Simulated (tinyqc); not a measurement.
Inside a calculation. Method: CID on RHF in the sto-6g basis, for H3-, spin multiplicity 1. The basis has no diffuse functions, so it cannot describe the extra electron: this is an exercise in the method, not the real anion. One step of it, computed by the program tinyqc.

Problem. CID: determinants and Hamiltonian. Slater-Condon rules over spin orbitals, with the nuclear repulsion added and E(HF) subtracted on the diagonal.

one-electron integrals over orbitals h = C^T H C (hartree), lower triangle:
```
           1          2          3
1  -1.623906
2   0.000000  -1.202522
3  -0.159902   0.000000  -0.702364
```

Two-electron integrals over orbitals (pq|rs), unique and non-zero (hartree):
```
(11|11) 0.571414    (21|21) 0.163338    (22|11) 0.512036    (22|22) 0.553689
(31|11) 0.082886    (31|22) -0.030346   (31|31) 0.131885    (32|21) -0.137708
(32|32) 0.139422    (33|11) 0.599695    (33|22) 0.536264    (33|31) 0.100935
(33|33) 0.668916
```

nuclear repulsion = 1.47485287 hartree

Hartree-Fock energy = -1.33143084 hartree

Give: determinants; H - E(HF) between determinants.

Solution.

Occupation strings over the orbitals (2 doubly, a alpha, b beta, 0 empty; spin orbitals ordered 1a 1b 2a 2b ...): 220 202 ab2 ba2 022

H - E(HF) between determinants (hartree), lower triangle:
```
       220    202     ab2    ba2    022
220  0.000
202  0.139  1.529
ab2  0.000  0.000   1.757
ba2  0.000  0.000  -0.163  1.757
022  0.132  0.163   0.000  0.000  2.085
```
